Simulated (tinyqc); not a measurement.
Surface photovoltage measurement of the minority-carrier diffusion length in a wafer. From photovoltage V back to photon flux entering. Computed by tinyqc, a small Python program. Command: `OMP_NUM_THREADS=1 python tinyqc.py 3130064 3130065 out.jsonl spv inv`. One thread of a shared host (Intel(R) Xeon(R) Processor @ 2.30GHz), about 0.02 s of CPU time with the checks.

Low injection, steady light, a depletion layer much thinner than 1/alpha and L. The excess density dn is taken at the front edge of the neutral region; light that reaches the back is lost.

Inputs (values chosen for the exercise, modelled on p-type silicon at room temperature): diffusion length L = 210 micrometre; wafer thickness W = 775 micrometre; diffusivity D = 24.6 cm^2/s; front recombination velocity S_f = 79000 cm/s; back recombination velocity S_b = 14000 cm/s; minority density at the surface barrier scale n_0 = 1e+09 1/cm^3; temperature T = 298 K; wavelength = 1000 nm.

Constants: k_B = 8.617333262e-05 eV/K.

Method:
- alpha = (84.732/lambda - 76.417)^2 per cm with lambda in micrometre (an empirical fit for silicon between 0.7 and 1.05 micrometre).
- Thick wafer: dn = Phi L/((S_f + D/L)(L + 1/alpha)). Finite wafer, with s = S_b L/D, w = W/L, a = alpha L: dn = [Phi a/(a^2 - 1)] [a - B - exp(-alpha W)(a - s)/(cosh w + s sinh w)]/(S_f + B D/L), B = (sinh w + s cosh w)/(cosh w + s sinh w).
- Photovoltage V = (k_B T/e) ln(1 + dn/n_0). Lifetime = L^2/D.

Question. A run gave the result below. Find the photon flux entering, known to lie between 3.3e+12 and 7.4e+12 1/(cm^2 s).

photovoltage V = 0.7725647 mV

Answer.

Each step takes the trial c = (a f_b - b f_a)/(f_b - f_a), f being the result less the target and a, b, c the logarithms of the listed values; c replaces end b, the old b replaces a if the sign of f changed, and otherwise f_a is halved.

Scan of the range:
```
photon flux entering (1/(cm^2 s))  photovoltage V (mV)
3.30e+12                                       0.61724
3.78e+12                                       0.70580
4.32e+12                                       0.80506
4.94e+12                                       0.91856
5.65e+12                                       1.04792
6.47e+12                                       1.19651
7.40e+12                                       1.36400
```

False position (Illinois rule, in the logarithm of the input) inside the bracket:
```
step        end a        end b        trial  photovoltage V (mV)
1     3.78000e+12  4.32000e+12  4.13523e+12             0.771138
2     4.32000e+12  4.13523e+12  4.14284e+12             0.772536
3     4.32000e+12  4.14284e+12  4.14315e+12             0.772592
4     4.14284e+12  4.14315e+12  4.14300e+12             0.772565
```

Photovoltage V rises at every point of a 13-point scan of the range (every second point is shown), so one value fits; it is bracketed by 3.78e12 and 4.32e12. Answer: photon flux entering = 4.143e12 1/(cm^2 s).
